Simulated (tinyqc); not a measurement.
Stacked nanosheet transistor, parasitic resistance, capacitance and delay: one step of the calculation.

Ns sheets share one contact on top; each has perimeter p = 2 (Ws + ts) and cross-section A = Ws ts; contact width Wc = Ws + 10 nm, stack height Hs = Ns pv. Sheet 1 is the top one. Contact length Lc = CPP - Lg - 2 Lsp, shared by two neighbouring gates. Source and drain sides are equal. The formulas are first-order estimates, not field solutions.

Task. Sheet currents at Vgs = Vdd, Vds = Vdd/2. One sheet: I = p Q vx u/(1 + |u|^1.8)^(1/1.8), Q = Cinv n Vt ln(1 + exp((Vg' - VT + dl Vd')/(n Vt))), u = Vd' mu/(vx Lg), Vg' = Vgs - v, Vd' = Vds - 2 v, with the drop on each side v_j = Rc sum I + rv (sum over levels k = 2..j of the current of sheets k..Ns) + Rx I_j. I(new) = I(out).

Inputs (values chosen for the exercise); values close to those of silicon logic devices: temperature T = 300 K; sheet width Ws = 15 nm; sheet thickness ts = 5 nm; vertical resistance between sheet levels rv = 185 ohm; gate length Lg = 18 nm; inversion capacitance Cinv = 3.3 uF/cm^2; injection velocity vx = 1e7 cm/s; apparent mobility mu = 140 cm^2/(V s); threshold at zero drain voltage VT = 0.24 V; barrier lowering dl = 0.058 V/V; subthreshold factor n = 1.13; supply voltage Vdd = 0.6 V.

Constants: q = 1.602176634e-19 C, kB = 1.380649e-23 J/K, Vt = kB T/q. Results are converted to the units shown.

I after iteration 1 (uA): sheet 1 44.655508, sheet 2 44.655508, sheet 3 44.655508
Rc = 200.48454 ohm
Rx = 853.33333 ohm

Find: drop v; I(out); I after iteration 2.

Result.

drop v (mV): sheet 1 64.964, sheet 2 81.487, sheet 3 89.748
I(out) (uA): sheet 1 30.951, sheet 2 26.536, sheet 3 24.083
I after iteration 2 (uA): sheet 1 30.951, sheet 2 26.536, sheet 3 24.083

Computed by the program tinyqc: `OMP_NUM_THREADS=1 python tinyqc.py 2170057 2170058 out.jsonl`, one thread of a shared Intel Xeon 2.30GHz, about 0.07 s for the whole run.
